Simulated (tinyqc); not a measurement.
# Keating valence-force model of a tetrahedral crystal, step by step

A worked calculation. Computed by tinyqc, a small Python program that keeps every step. Command: `OMP_NUM_THREADS=1 python tinyqc.py 3004945 3004946 out.jsonl keating walk`. One thread of a shared host (Intel(R) Xeon(R) Processor @ 2.30GHz), about 0.02 s of CPU time with the checks. Intermediate numbers are printed to about 6 digits and carried at full precision; extremes and crossings named in words are read from the listed rows.

Atom A sits at 0 and atom B at a/4 (1,1,1) of an fcc lattice; the four bonds from A are t = a/4 (1,1,1), a/4 (1,-1,-1), a/4 (-1,1,-1), a/4 (-1,-1,1), of length d = sqrt(3) a/4. Energy: E = (3 alpha/(8 d^2)) sum over bonds (r.r - d^2)^2 + (3 beta/(8 d^2)) sum over pairs of bonds at one atom (r_i.r_j + d^2/3)^2, with beta_A for the six pairs at A and beta_B for the six at B. The cell holds two atoms, Omega = a^3/4. 1 N/m = 1 J/m^2. With constants fitted to the elastic moduli this model puts optical and zone-boundary frequencies of real crystals too high, by up to about 20 % in elemental crystals and up to about 50 % in compounds, and mostly by more for TA modes; in compounds the lattice part of the static dielectric constant then comes out too low.

Inputs (values chosen for the exercise, modelled on cubic boron nitride): lattice constant a = 3.615 angstrom; mass M_A = 10.81 u; mass M_B = 14.007 u; bond stretching alpha = 138 N/m; bond bending beta_A = 61.4 N/m; bond bending beta_B = 62.7 N/m; Born charge Z* = 1.84 e; eps_inf = 4.57; mesh divisions n = 4; temperature T = 200 K.

Structure: zinc blende.

wave vector q (2 pi/a): [0.87, 0.14, 0]

Constants: 1 eV/angstrom^2 = 16.02176634 J/m^2; nu for 1 eV/(angstrom^2 u) = 15.6333042 THz; 1 THz = 33.35640952 1/cm; e^2/(4 pi eps_0) = 14.39964548 eV angstrom; u = 1.6605390666e-27 kg; h x 1 THz = 4.135667696 meV; k_B = 8.617333262e-05 eV/K.

## Dynamical matrix at q

With displacements u exp(i q.r), each bracket changes by g.u, where g = (g_A, g_B): bond t, g = (-2 t, 2 t exp(i q.t)); pair (i, j) at A, g = (-(t_i + t_j), t_i exp(i q.t_j) + t_j exp(i q.t_i)); pair at B, g = (-t_i exp(-i q.t_j) - t_j exp(-i q.t_i), t_i + t_j). Then D_mn = sum over the 4 bonds and 12 pairs of (4 k/a^2) conj(g_m) g_n / sqrt(M_m M_n), with k = alpha or beta converted to eV/angstrom^2. Only the short-range forces enter; the Coulomb field of the charges is left out.

D(q) (eV/(angstrom^2 u)), rows A x, A y, A z, B x, B y, B z:
```
[[5.94267, 0.06122, 0.00000+0.29560i, -0.80326, 0.32917, 0.00000-0.06817i],
 [0.06122, 4.62305, 0.00000+0.01368i, 0.32917, -0.80326, 0.00000-1.47260i],
 [0.00000-0.29560i, 0.00000-0.01368i, 4.68629, 0.00000-0.06817i, 0.00000-1.47260i, -0.80326],
 [-0.80326, 0.32917, 0.00000+0.06817i, 4.56514, 0.04626, 0.00000-0.22340i],
 [0.32917, -0.80326, 0.00000+1.47260i, 0.04626, 3.56783, 0.00000-0.01034i],
 [0.00000+0.06817i, 0.00000+1.47260i, -0.80326, 0.00000+0.22340i, 0.00000+0.01034i, 3.61562]]
```

## Frequencies at q

Diagonalise the Hermitian matrix D. An eigenvalue lambda of D in eV/(angstrom^2 u) gives nu = 15.6333042 THz x sqrt(lambda). The weight on A is the sum of |e|^2 over the three components of atom A.

frequencies (THz): [23.8469, 24.1482, 31.6350, 37.2272, 38.2798, 39.9394]

weights on atom A: [0.349171, 0.347418, 0.209614, 0.693554, 0.601768, 0.798475]

The top mode has 80 % of its weight on A, the lighter atom.

## Elastic constants and internal strain

beta = (beta_A + beta_B)/2; C11 = (alpha + 3 beta)/a, C12 = (alpha - beta)/a, C44 = 4 alpha beta/(a (alpha + beta)); with the two sublattices clamped C44(0) = (alpha + beta)/a; internal-strain parameter zeta = (alpha - beta)/(alpha + beta); B = (C11 + 2 C12)/3.

C11 = 896.680 GPa

C12 = 210.097 GPa

C44 = 473.624 GPa

clamped C44(0) = 553.389 GPa

internal-strain parameter zeta = 0.379655

bulk modulus B = 438.958 GPa

Letting the sublattices shift lowers C44 by 14 %, which is zeta^2. With zeta well below 1 the stiff angles force the bond lengths to change in a shear. The model fixes 2 C44 (C11 + C12)/((C11 - C12)(C11 + 3 C12)) = 1.000 whatever alpha and beta are.

## Optical mode at the zone centre

beta = (beta_A + beta_B)/2; mu = M_A M_B/(M_A + M_B); lambda = 4 (alpha + beta)/mu with the springs in eV/angstrom^2; nu = 15.6333042 THz x sqrt(lambda).

reduced mass mu = 6.10129 u

nu_TO at G = 44.7285 THz

the same as a wavenumber = 1491.98 1/cm

## LO-TO splitting

The long-range field adds 4 pi Z*^2 (e^2/(4 pi eps_0))/(eps_inf Omega mu) to lambda for the longitudinal mode at q -> 0; lambda = (nu/15.6333042 THz)^2; eps_0 = eps_inf (nu_LO/nu_TO)^2 (Lyddane-Sachs-Teller; here eps_0 is the static dielectric constant).

nu_LO at G = 49.5510 THz

static dielectric constant = 5.60859

The splitting is 10.8 % of nu_TO, and the lattice adds 1.04 to the dielectric constant.

## Frequencies at the zone boundary

The formulas are those given above.

Frequencies (THz) at points given in 2 pi/a:
```
point                 nu 1     nu 2     nu 3     nu 4     nu 5     nu 6
X (1, 0, 0)        24.5412  24.5412  33.7479  37.3947  37.3947  38.5109
L (0.5, 0.5, 0.5)  17.4354  17.4354  32.1353  37.8681  41.1903  41.1903
W (1, 0.5, 0)      26.3084  27.5211  29.5204  33.6033  38.8677  40.7727
K (0.75, 0.75, 0)  22.7184  28.7882  30.6041  34.1089  38.5294  40.9944
```

At X the two longitudinal modes are split (33.75 and 38.51 THz) because each moves one sublattice alone.

## Lowest frequency at X

Take the lowest frequency at X = (1, 0, 0) 2 pi/a, the transverse acoustic (TA) mode.

TA frequency at X = 24.5412 THz

## Transverse acoustic branch against its sound line

The sound line is nu = v q/(2 pi) with v = sqrt(C44/rho), rho = (M_A + M_B)/Omega; the clamped line uses C44(0).

Frequencies (THz) along G-X; columns: (1) q (2 pi/a); (2) lowest branch; (3) sound line, relaxed C44; (4) sound line, clamped C44(0); (5) third-lowest frequency; (6) highest frequency:
```
(1)       (2)      (3)      (4)      (5)      (6)
0.05   1.6108   1.6114   1.7418   2.2160  44.7163
0.15   4.8177   4.8343   5.2255   6.6175  44.6174
0.30   9.5338   9.6686  10.4511  13.0314  44.2594
0.45  14.0336  14.5029  15.6766  19.0485  43.5876
0.60  18.1641  19.3372  20.9022  24.4906  42.5153
0.75  21.6677  24.1715  26.1277  29.1768  40.9846
0.90  24.0244  29.0058  31.3533  32.7486  39.1707
1.00  24.5412  32.2286  34.8369  33.7479  38.5109
```

At small q the branch follows the relaxed line (1.000 of it, against 0.925 of the clamped one): in a long shear wave the sublattices shift against each other. At X it reaches 76 % of the relaxed line. Real tetrahedral semiconductors have flatter TA branches than a Keating model fitted to their elastic constants, which needs longer-ranged terms to mend.

## Thermal sums on a mesh

Mesh: q = sum_i (m_i + 1/2)/n b_i, m_i = 0..n-1, with b = [[-1, 1, 1], [1, -1, 1], [1, 1, -1]] in 2 pi/a; sums over the six modes are averaged over the n^3 points and halved, per atom. With x = h nu/(k_B T) and n = 1/(exp(x) - 1) for each mode: F = k_B T [x/2 + ln(1 - exp(-x))], U = k_B T x (n + 1/2), S/k_B = x n - ln(1 - exp(-x)), C/k_B = x^2 n (n + 1). The acoustic share counts the three lowest modes at each q; zero-point energy = sum h nu/2.

free energy F = 193.437 meV/atom

entropy S = 0.0978337 k_B/atom

heat capacity C = 0.287663 k_B/atom

acoustic share of C = 0.965269

zero-point energy = 193.841 meV/atom

C is 10 % of the classical value; the optical modes are still largely frozen out.

Checks made by the program: slopes of the acoustic branches along [110] against C11, C12 and the relaxed C44 (relative difference 1e-06); zone-centre optical mode against D(q = 0) (relative difference below 1e-10); longitudinal modes at X against the diagonal of D (relative difference below 1e-10).
